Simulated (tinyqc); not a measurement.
# Millisecond and nanosecond annealing: surface heating, thermal budget and solid-phase regrowth, step by step

A worked calculation. Computed by tinyqc, a small Python program that keeps every step. Command: `OMP_NUM_THREADS=1 python tinyqc.py 3014763 3014764 out.jsonl flash walk`. One thread of a shared host (Intel(R) Xeon(R) Processor @ 2.30GHz), about 0.02 s of CPU time with the checks. Intermediate numbers are printed to about 6 digits and carried at full precision; extremes and crossings named in words are read from the listed rows.

A square pulse heats the surface of a thick wafer with constant thermal properties; losses by radiation are neglected and silicon melts at 1414 C.

Inputs (values chosen for the exercise, modelled on hot silicon with phosphorus):

| quantity | value | unit |
|---|---|---|
| incident fluence | 97.2 | J/cm^2 |
| pulse length t_p | 0.02 | s |
| reflectance R | 0.48 | - |
| thermal conductivity k | 0.23 | W/(cm K) |
| heat capacity per volume c | 2.22 | J/(cm^3 K) |
| preheat temperature T0 | 700 | C |
| wafer thickness d | 775 | um |
| dopant prefactor D0 | 4.46 | cm^2/s |
| dopant activation energy E | 3.71 | eV |
| regrowth prefactor v0 | 5.1e+08 | cm/s |
| regrowth energy E_v | 2.7 | eV |
| amorphous layer | 40 | nm |

Source: flash lamp.

Constants: k_B = 8.617333262e-05 eV/K.

## Peak temperature

Absorbed flux q = (1 - R) fluence/t_p; kappa = k/c. With f(z, t) = (2 q/k) sqrt(kappa t) ierfc(z/(2 sqrt(kappa t))), ierfc(x) = exp(-x^2)/sqrt(pi) - x erfc(x): T = T0 + f(z, t) during the pulse and T0 + f(z, t) - f(z, t - t_p) after it. At the surface the rise at the end of the pulse is 2 q sqrt(t_p/(pi k c)); the fluence that just melts the surface scales with (1414 - T0).

absorbed flux q = 2527.2 W/cm^2

kappa = 0.103604 cm^2/s

thermal length sqrt(kappa t_p) = 455.200 um

peak temperature = 1264.38 C

fluence at the melting threshold = 122.969 J/cm^2

The heated layer is 59 % of the wafer thickness. Caution: heat reaches the back of the wafer, which is no longer thick.

## Temperature in depth and time

The formulas are those given above.

Temperature (C):

| t/t_p | surface | z = 0.5 thermal lengths | z = 1 | z = 2 |
|---|---|---|---|---|
| 0.10 | 878.47 | 729.62 | 701.972 | 700.000 |
| 0.25 | 982.19 | 799.85 | 725.136 | 700.489 |
| 0.50 | 1099.07 | 897.86 | 783.343 | 708.494 |
| 0.75 | 1188.76 | 978.86 | 843.038 | 726.333 |
| 1.00 | 1264.38 | 1049.20 | 899.708 | 750.271 |
| 1.10 | 1113.45 | 1045.54 | 919.440 | 760.891 |
| 1.50 | 992.14 | 971.87 | 919.815 | 798.094 |
| 2.00 | 933.77 | 923.67 | 896.017 | 816.415 |
| 4.00 | 851.22 | 848.52 | 840.698 | 813.338 |
| 10.00 | 791.59 | 790.98 | 789.204 | 782.424 |

One tenth of a pulse length after the end the surface has lost 151 C: cooling starts as sqrt(t - t_p), much faster than heating ends.

## Thermal budget

Temperatures in kelvin are T(C) + 273.15. Integrate exp(-E/(k_B T(t))) at the surface from 0 to 10 t_p (Gauss-Legendre, 60 points in sqrt(t) up to t_p and 60 in sqrt(t - t_p) after it). (Dt) = D0 x integral with E; regrowth = v0 x integral with E_v; effective time = integral/exp(-E/(k_B T_peak)).

budget (Dt) = 1.16190e-14 cm^2

diffusion length 2 sqrt(Dt) = 2.15583 nm

effective time over t_p = 0.188633

possible regrowth = 38123.2 nm

Only 18.9 % of the pulse counts at the peak; the estimate 2 k_B T_peak^2/(E (T_peak - T0)) gives 19.5 %. The amorphous layer of 40 nm regrows fully. Caution: equilibrium diffusivities are used; implant damage enhances diffusion, and k and c vary with temperature. Caution: the peak lies above 1150 C, and amorphous silicon melts some 200 to 250 K below the crystal, so a layer that has not regrown before the peak may melt instead. Caution: at this preheat temperature the layer would already regrow within five seconds or less before the pulse.

## Same peak temperature, different pulse lengths

For each t_p the flux is set so that the peak temperature stays the same: q sqrt(t_p) is fixed.

Pulses:

| t_p (s) | fluence (J/cm^2) | q (W/cm^2) | thermal length (um) | 2 sqrt(Dt) (nm) | regrowth (nm) |
|---|---|---|---|---|---|
| 1.00e-07 | 2.17346e-01 | 1.13020e+06 | 1.01786e+00 | 4.82059e-03 | 1.90616e-01 |
| 1.00e-06 | 6.87308e-01 | 3.57400e+05 | 3.21875e+00 | 1.52440e-02 | 1.90616e+00 |
| 1.00e-05 | 2.17346e+00 | 1.13020e+05 | 1.01786e+01 | 4.82059e-02 | 1.90616e+01 |
| 1.00e-04 | 6.87308e+00 | 3.57400e+04 | 3.21875e+01 | 1.52440e-01 | 1.90616e+02 |
| 3.00e-04 | 1.19045e+01 | 2.06345e+04 | 5.57504e+01 | 2.64034e-01 | 5.71848e+02 |
| 1.00e-03 | 2.17346e+01 | 1.13020e+04 | 1.01786e+02 | 4.82059e-01 | 1.90616e+03 |
| 3.00e-03 | 3.76454e+01 | 6.52520e+03 | 1.76298e+02 | 8.34950e-01 | 5.71848e+03 |
| 1.00e-02 | 6.87308e+01 | 3.57400e+03 | 3.21875e+02 | 1.52440e+00 | 1.90616e+04 |

Fluence and diffusion length grow as sqrt(t_p), regrowth as t_p. The layer of 40 nm regrows from t_p = 0.0001 s on among these rows, at a diffusion length of 0.15 nm. Caution: amorphous silicon melts some 200 to 250 K below the crystal, which matters for the short pulses that reach the peak before regrowth. Caution: the shortest pulses need a source absorbed within their thermal length, and the longest also heat the back of the wafer, which the thick-wafer formula leaves out. Caution: seconds at the preheat temperature would regrow the layer before any pulse.

Checks made by the program: heat stored at the end of the pulse against the absorbed fluence (relative difference below 1e-10).
